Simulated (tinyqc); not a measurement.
# Metal gate on a two-layer dielectric stack with fixed charge and a dipole: effects of single changes

Gate, layer 2, layer 1, p-type semiconductor; x runs from the gate inwards. Charges are counted in units of +q. psi is the band bending at the surface, positive towards inversion. Classical charge, Boltzmann statistics, no interface traps.

Values chosen for this exercise; band and dielectric values close to those of silicon, layer 1 close to silicon dioxide, layer 2 close to hafnium oxide: temperature T = 300 K; band gap Eg = 1.12 eV; relative permittivity eps_r = 11.9; conduction-band density of states at T Nc = 2.84e19 cm^-3; valence-band density of states at T Nv = 2.67e19 cm^-3; electron affinity chi = 3.97 eV; acceptor density Na = 4e17 cm^-3; work function of the gate metal pM = 5.13 eV; thickness of layer 1, next to the semiconductor t1 = 1.1 nm; relative permittivity of layer 1 e1 = 3.84; thickness of layer 2, next to the gate t2 = 3 nm; relative permittivity of layer 2 e2 = 22.7; fixed charge at the semiconductor interface Q1 = 1.9e11 cm^-2; fixed charge between the layers Q2 = 1.9e11 cm^-2; uniform charge density in layer 1 r1 = 0 cm^-3; uniform charge density in layer 2 r2 = 0 cm^-3; flat-band shift by a dipole layer between the layers Vd = 0 V.

Constants: q = 1.602176634e-19 C, kB = 1.380649e-23 J/K, Vt = kB T/q, eps0 = 8.8541878128e-14 F/cm where lengths are in cm. Results are converted to the units shown.

Each table varies one quantity; the others keep the values above.

## Flat band against the thickness t1

EOT = 3.9 (t1/e1 + t2/e2), Cox = eps0/(t1/e1 + t2/e2); phi_ms = pM - (chi + Eg - Vt ln(Nv/Na)). Vfb = phi_ms + Vd - (q/eps0) [Q1 (t1/e1 + t2/e2) + Q2 t2/e2 + r1 (t1^2/(2 e1) + t1 t2/e2) + r2 t2^2/(2 e2)]: each charge counts with its electrical distance from the gate. ni = sqrt(Nc Nv) exp(-Eg/(2 Vt)), Eg in volts, pB = Vt ln(Na/ni), Vth = Vfb + 2 pB + sqrt(4 q eps0 eps_r Na pB)/Cox.

Flat band against the thickness t1:
```
t1 (nm)  EOT (nm)  Vfb (V)  Vth (V)
0.5        1.0232  0.13504   1.1396
0.9        1.4295  0.13146   1.1771
1.2        1.7342  0.12877   1.2052
1.6        2.1404  0.12519   1.2426
1.9        2.4451  0.12250   1.2707
2.3        2.8514  0.11892   1.3082
2.6        3.1560  0.11624   1.3363
3          3.5623  0.11266   1.3737
```

Read the table: what changes, and by how much?

Vfb falls from 0.135 to 0.113 V and Vth rises from 1.14 to 1.37 V. The slope dVfb/dEOT is -8.82 mV/nm between the first two rows and -8.82 between the last two: a straight line, set by the charge below the growing layer, which reads as 1.90e11 cm^-2. A line through the end rows meets EOT = 0 at 0.144 V, against phi_ms + Vd = 0.149 V; an effective work function read from it is off by -4.54 mV from pM.

## Threshold against doping

Same model as above.

Threshold against doping:
```
Na (cm^-3)  phi_ms (V)  2 pB (V)  Qd/Cox (V)  Vth (V)
9.1e14          0.3059    0.5865    0.006347   0.8799
3.4e15          0.2719    0.6547     0.01296   0.9206
1.3e16          0.2372    0.7240     0.02665   0.9689
4.8e16          0.2034    0.7916     0.05355    1.030
1.8e17          0.1692    0.8599      0.1081    1.118
6.7e17          0.1353    0.9279      0.2166    1.261
2.5e18          0.1012    0.9959      0.4335    1.512
```

Vth rises from 0.880 to 1.51 V. Of the change, phi_ms + 2 pB gives 205 mV (Vt ln 10 a decade) and the depletion charge 427 mV, growing as Na^(0.53).

Computed by the program tinyqc: `OMP_NUM_THREADS=1 python tinyqc.py 2010158 2010159 out.jsonl`, one thread of a shared Intel Xeon 2.30GHz, about 0.01 s for the whole run.
